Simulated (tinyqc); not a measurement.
Cabrera-Mott growth of a thin oxide under its own electric field: one step, computed by the program tinyqc.

Electrons cross the film freely and set a fixed potential V across it; the field V/x lowers the barrier for ions entering the oxide.

Problem. Thickness after time t. u = u0 exp(-W/(k_B T)), X1 = z b V/(k_B T) with V in volts and k_B T in eV; dx/dt = u exp(X1/x). t(x) = int_(x0)^x dx / (dx/dt) by Gauss-Legendre quadrature (80 points on each side of (x0 + 2 x)/3), solved for x.

Inputs (values chosen for the exercise, for a model metal):

| quantity | value | unit |
|---|---|---|
| Mott potential V | 1.2 | V |
| temperature T | 450 | K |
| starting thickness x0 | 2.6 | angstrom |
| time t | 120000 | s |

Backward hops: ignored.

u = 3.184818e-05 angstrom/s

X1 = 68.07984 angstrom

Give: thickness x; rate at time t; field at time t.

Solution.

thickness x = 47.57 angstrom

rate at time t = 1.332e-04 angstrom/s

field at time t = 2.523 MV/cm

X1/x = 1.43: the field still helps, moderately. Caution: the starting field or rate is formal: the first layers form as fast as oxygen arrives. Caution: X1/x is small, so backward hops, left out here, would cut the rate.
